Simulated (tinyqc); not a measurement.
Density of states of one tight-binding band on the simple cubic lattice, step by step. Values are carried at full precision from step to step, so a last printed digit may differ when a step is redone from the rounded ones.

E(k) = -2 t (c1 + c2 + c3) - 4 t2 (c1 c2 + c2 c3 + c3 c1) with ci = cos(2 pi ki); k in fractions of the reciprocal vectors, mesh k_i = j/N with j = 0 .. N-1. Densities are per cell and per spin, so the band holds one state.

Parameters, chosen for this exercise:

| symbol | value | unit | meaning |
|---|---|---|---|
| t | 0.62 | eV | nearest hopping |
| t2 | -0.02 | eV | second hopping |
| N | 4 |  | mesh points along each axis |
| bins | 6 |  | bins of the histogram |
| E_lo | -3.513 | eV | lower end of the histogram |
| E_hi | 4.017 | eV | upper end |
| E | -1.37 | eV | energy at which the density is wanted |
| sigma | 0.31 | eV | Gaussian width |

## Energies on the mesh

Evaluate the band at all 64 points and collect equal values.

Distinct energies:

| E_k (eV) | points |
|---|---|
| -3.4800 | 1 |
| -2.4000 | 6 |
| -1.3200 | 3 |
| -1.2400 | 12 |
| -0.0800 | 12 |
| 0.0000 | 8 |
| 1.1600 | 3 |
| 1.2400 | 12 |
| 2.5600 | 6 |
| 3.9600 | 1 |

The 64 points give 10 distinct energies between -3.4800 and 3.9600 eV; a dense mesh gives a band from -3.480 to 3.960 eV.

## Histogram

Count the points in equal bins from E_lo to E_hi; g = count/(all points x bin width).

Histogram:

| from (eV) | to (eV) | points | g (1/eV) |
|---|---|---|---|
| -3.5130 | -2.2580 | 7 | 0.0872 |
| -2.2580 | -1.0030 | 15 | 0.1868 |
| -1.0030 | 0.2520 | 20 | 0.2490 |
| 0.2520 | 1.5070 | 15 | 0.1868 |
| 1.5070 | 2.7620 | 6 | 0.0747 |
| 2.7620 | 4.0170 | 1 | 0.0125 |

Empty bins: 0 of 6; the fullest holds 20 points.

## Gaussian broadening at one energy

Gaussian broadening: g(E) = mean over the mesh of exp(-(E - E_k)^2/(2 sigma^2))/(sigma sqrt(2 pi)), n(E) = mean of erfc((E_k - E)/(sigma sqrt 2))/2.

Sum over the distinct energies with their counts.

n(E) = 0.1930
g(E) = 0.2811 1/eV

## One tetrahedron of the mesh

For corner energies e1 <= e2 <= e3 <= e4 and eij = ei - ej, the share of the tetrahedron below E is n = (E - e1)^3/(e21 e31 e41) for e1 < E < e2; n = [e21^2 + 3 e21 x + 3 x^2 - (e31 + e42) x^3/(e32 e42)]/(e31 e41) with x = E - e2 for e2 < E < e3; n = 1 - (e4 - E)^3/(e41 e42 e43) for e3 < E < e4; its density of states is g = dn/dE.

corner energies, sorted (eV): -2.4000  -1.3200  -1.2400  0.0000

Find its share below E and its density of states at E.

n = 0.3634
g = 1.0585 1/eV

E lies between corners 1 and 2.

## Sum over all linear tetrahedra

Each cube of the mesh, corners numbered 0 to 7 as the binary number (i j l), is cut into six tetrahedra around the diagonal 0-7: 0137, 0157, 0237, 0267, 0457, 0467. For corner energies e1 <= e2 <= e3 <= e4 and eij = ei - ej, the share of the tetrahedron below E is n = (E - e1)^3/(e21 e31 e41) for e1 < E < e2; n = [e21^2 + 3 e21 x + 3 x^2 - (e31 + e42) x^3/(e32 e42)]/(e31 e41) with x = E - e2 for e2 < E < e3; n = 1 - (e4 - E)^3/(e41 e42 e43) for e3 < E < e4; its density of states is g = dn/dE.

Average n and g over all pieces of the mesh. The reference uses the same method with N = 36.

n(E) = 0.1401
g(E) = 0.1939 1/eV
reference n(E) = 0.190
reference g(E) = 0.204 1/eV

On this mesh the linear method errs by -0.010 1/eV in g and -0.050 in n; the Gaussian sum erred by +0.077 and +0.003.

## Checks

- States below the top of the band by the linear method against one: both 1.000000.

Computed by tinyqc, a small Python program: `OMP_NUM_THREADS=1 python tinyqc.py 1682630 1682631 out.jsonl` (the numbers bound the seed that draws the inputs); one thread of a shared host (Intel(R) Xeon(R) Processor @ 2.30GHz), about 0.2 s for the whole set of steps.
